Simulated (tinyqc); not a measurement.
# Which input was changed?

Model: configuration-coordinate model of a defect: Huang-Rhys factor and luminescence line shape. Computed by tinyqc, a small Python program. Command: `OMP_NUM_THREADS=1 python tinyqc.py 3013341 3013342 out.jsonl ccline which`. One thread of a shared host (Intel(R) Xeon(R) Processor @ 2.30GHz), about 0.2 s of CPU time with the checks.

Ground state E_g(Q) = (1/2) omega_g^2 Q^2; excited state E_e(Q) = E_0 + (1/2) omega_e^2 (Q - dQ)^2 with E_0 = E_ZPL - (hbar omega_e - hbar omega_g)/2. Q is mass-weighted; the dipole does not depend on Q (Condon approximation).

Inputs (values chosen for the exercise, for a model defect):
```
quantity                           value              unit
zero-phonon energy E_ZPL            1.05                eV
displacement dQ                      1.6  u^(1/2) angstrom
ground-state phonon hbar omega_g    17.1               meV
excited-state phonon hbar omega_e     15               meV
temperature T                        120                 K
refractive index n_r                2.33                 -
transition dipole mu                0.37        e angstrom
quenching prefactor nu_0           3e+12               1/s
```

Modes: different frequencies.

Constants: hbar^2/u = 4.18015928e-03 eV angstrom^2; k_B = 8.617333262e-05 eV/K; hbar = 6.582119569e-16 eV s; e = 1.602176634e-19 C; eps_0 = 8.8541878128e-12 F/m; hbar = 1.054571817e-34 J s; c = 299792458 m/s.

Method:
- S = hbar omega dQ^2/(2 hbar^2/u) for each state; relaxation energy S hbar omega; absorption at E_0 + S_e hbar omega_e, emission at E_0 - S_g hbar omega_g; the Stokes shift is their difference.
- Overlaps <m_e|n_g> of harmonic-oscillator functions (Hermite recursion, positive leading coefficients) by a sum over an even grid (700 points from x = -9 to 9 + d for the small table, 1500 points from -16 to 16 + d for the thermal sums), with x = Q sqrt(omega_g/hbar), d = sqrt(2 S_g) and frequency ratio omega_e/omega_g.
- Initial levels m = 0..24 carry Boltzmann weights exp(-m hbar omega_e/k_B T), normalised; final levels n = 0..79; a line lies at E_ZPL + m hbar omega_e - n hbar omega_g with weight w_m <m|n>^2. Moments are taken over these weights without the E^3 factor; FWHM = 2 sqrt(2 ln 2) x standard deviation; the zero-phonon weight is w_0 <0|0>^2, since the other m -> m lines are offset by m (hbar omega_e - hbar omega_g).
- The curves cross at the root Q_c nearest dQ; the barrier is (1/2) omega_e^2 (Q_c - dQ)^2, with (1/2) omega^2 = (hbar omega)^2/(2 hbar^2/u). k_r = n_r omega^3 mu^2/(3 pi eps_0 hbar c^3) at the vertical emission energy, without local-field correction; k_nr = nu_0 exp(-barrier/k_B T) (Mott-Seitz); yield = k_r/(k_r + k_nr); T_1/2 = barrier/(k_B ln(nu_0/k_r)).

Task: One of these inputs alone was changed, within the range given: displacement dQ (0.8 to 3.2); temperature T (60 to 240); transition dipole mu (0.185 to 0.74); refractive index n_r (1.165 to 4.66). Which one, and to what value?

Results:
```
run     FWHM from the second moment (eV)       S_g  radiative lifetime (ns)
before                         0.1250729  5.236164                 928.9914
after                          0.1190687  5.236164                 928.9914
```

Result:

Each candidate set to reproduce FWHM from the second moment, and what it then gives:
```
candidate                           range searched  value needed     S_g  radiative lifetime (ns)
displacement dQ (u^(1/2) angstrom)      0.8 to 3.2         1.523  4.7444                   905.04
temperature T (K)                        60 to 240         104.0  5.2362                   928.99
transition dipole mu (e angstrom)    0.185 to 0.74     no effect       -                        -
refractive index n_r                 1.165 to 4.66     no effect       -                        -
```

Only temperature T fits every result: it went from 120 to 104 K. The next best candidate, displacement dQ, misses one result by 9.4 %.
